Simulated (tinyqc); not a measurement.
Choosing the metal: Schottky barrier with interface states (Cowley-Sze model), image lowering and contact resistance. Computed by tinyqc, a small Python program. Command: `OMP_NUM_THREADS=1 python tinyqc.py 3021146 3021147 out.jsonl pinning walk`. One thread of a shared host (Intel(R) Xeon(R) Processor @ 2.30GHz), about 0.01 s of CPU time with the checks.

An n-type semiconductor under a metal. The barrier lies between the Schottky-Mott limit phi_M - chi and the Bardeen limit E_g - E_n, E_n being the neutrality level of the interface states; the space-charge term of the full Cowley-Sze expression is left out.

Inputs (values chosen for the exercise, with gap, mass and screening modelled on 4H-SiC):

| quantity | value | unit |
|---|---|---|
| gap E_g | 3.18 | eV |
| electron affinity chi | 3.82 | eV |
| metal work function phi_M | 4.48 | eV |
| neutrality level E_n above the valence band | 1.98 | eV |
| optical dielectric constant eps_opt | 6.4 | - |
| dielectric constant eps_s | 9.8 | - |
| electron mass m_e | 0.392 | m_0 |
| valleys M_c | 3 | - |
| donor density N | 8.5e+15 | cm^-3 |
| temperature T | 300 | K |

Pinning factor from: Moench relation.

Constants: k_B = 8.617333262e-05 eV/K; hbar = 1.054571817e-34 J s; m_0 = 9.1093837015e-31 kg; eps_0 = 8.8541878128e-12 F/m; e = 1.602176634e-19 C; k_B = 1.380649e-23 J/K; h = 6.62607015e-34 J s.

Method:
- S = 1/(1 + 0.1 (eps_opt - 1)^2), an empirical relation for metal-induced gap states.
- phi_B = S (phi_M - chi) + (1 - S)(E_g - E_n); the hole barrier is E_g - phi_B.
- A* = 4 pi e m_e M_c k_B^2/h^3 (a simple valley count); J_s = A* T^2 exp(-phi/k_B T).
- E_00 = (e hbar/2) sqrt(N/(m_e eps_s eps_0)), E_0 = E_00 coth(E_00/k_B T); scaling form of the contact resistivity rho_c = (k_B/(e A* T)) exp(phi_B/E_0), which is the thermionic result when E_00 << k_B T and keeps only the leading exponential of tunnelling when E_00 >> k_B T; image lowering is left out of it.

pinning factor S = 0.255363

Bardeen barrier = 1.2 eV

E_0 = 0.0258618 eV

Against work function:

| phi_M (eV) | Schottky-Mott (eV) | phi_B (eV) | J_0 (A/cm^2) | rho_c (ohm cm^2) |
|---|---|---|---|---|
| 3.82 | 0.00 | 0.8936 | 1.2394e-08 | 2.0585e+06 |
| 4.05 | 0.23 | 0.9523 | 1.2781e-09 | 1.9946e+07 |
| 4.28 | 0.46 | 1.0110 | 1.3179e-10 | 1.9327e+08 |
| 4.51 | 0.69 | 1.0698 | 1.3589e-11 | 1.8727e+09 |
| 4.73 | 0.91 | 1.1259 | 1.5467e-12 | 1.6439e+10 |
| 4.96 | 1.14 | 1.1847 | 1.5949e-13 | 1.5929e+11 |
| 5.19 | 1.37 | 1.2434 | 1.6446e-14 | 1.5434e+12 |
| 5.42 | 1.60 | 1.3021 | 1.6958e-15 | 1.4955e+13 |

What does the comparison show, and why?

A span of 1.60 eV in work function moves the barrier by 0.409 eV (slope S = 0.255) and rho_c by 6.9 decades. The barrier equals its Schottky-Mott value only at phi_M = chi + E_g - E_n = 5.02 eV, where the interface states are neutral.
